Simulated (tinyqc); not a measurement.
Electron continuity equation in a given potential, Scharfetter-Gummel discretisation: one step of the calculation.

Steady state in one dimension: J = q mu n E + q D dn/dx with E = -dpsi/dx and D = mu Vt, dJ/dx = q (n/tau - G), fixed densities nL and nR at the ends. The potential is given, psi = U (x/L)^2, and is not changed by the electrons.

Question. Tridiagonal system for the inner nodes. Row i (1 to 10): B(-d_(i-1)) n_(i-1) + b_i n_i + B(d_i) n_(i+1) = f_i with b_i = -B(-d_i) - B(d_(i-1)) - h^2/(D tau) and f_i = -G h^2/D; the known end values are moved to the right: f_1 loses B(-d_0) nL and f_10 loses B(d_10) nR. h = L/11, D = mu Vt.

Values chosen for this exercise; mobility that of a made-up semiconductor:
- T = 293 K (temperature)
- mu = 4070 cm^2/(V s) (electron mobility)
- L = 0.25 um (length of the region)
- nL = 1.3e15 cm^-3 (density at x = 0)
- nR = 0 cm^-3 (density at x = L)
- tau = 2.4e-12 s (lifetime)
- G = 0 cm^-3 s^-1 (uniform generation rate)

Constants: q = 1.602176634e-19 C, kB = 1.380649e-23 J/K, Vt = kB T/q. Results are converted to the units shown.

| interval | B(d_i) | B(-d_i) |
|---|---|---|
| 0 | 1.2278022 | 0.80228465 |
| 1 | 1.7705244 | 0.49397180 |
| 2 | 2.4153098 | 0.28772211 |
| 3 | 3.1382427 | 0.15961992 |
| 4 | 3.9146730 | 0.085015124 |
| 5 | 4.7245013 | 0.043808344 |
| 6 | 5.5537160 | 0.021987947 |
| 7 | 6.3935712 | 0.010807983 |
| 8 | 7.2390232 | 0.0052249398 |
| 9 | 8.0873257 | 0.0024923350 |
| 10 | 8.9370444 | 0.0011759681 |

Wanted: diagonal b; right side f.

Answer.

| node | diagonal b | right side f (cm^-3) |
|---|---|---|
| 1 | -1.743 | -1.043e15 |
| 2 | -2.079 | 0 |
| 3 | -2.596 | 0 |
| 4 | -3.244 | 0 |
| 5 | -3.979 | 0 |
| 6 | -4.767 | 0 |
| 7 | -5.585 | 0 |
| 8 | -6.420 | 0 |
| 9 | -7.262 | 0 |
| 10 | -8.109 | 0 |

Range of the model: The drift velocity mu E exceeds 1e7 cm/s somewhere, where real mobilities no longer stay constant.

Computed by the program tinyqc: `OMP_NUM_THREADS=1 python tinyqc.py 2220142 2220143 out.jsonl`, one thread of a shared Intel Xeon 2.30GHz, about 0.01 s for the whole run.
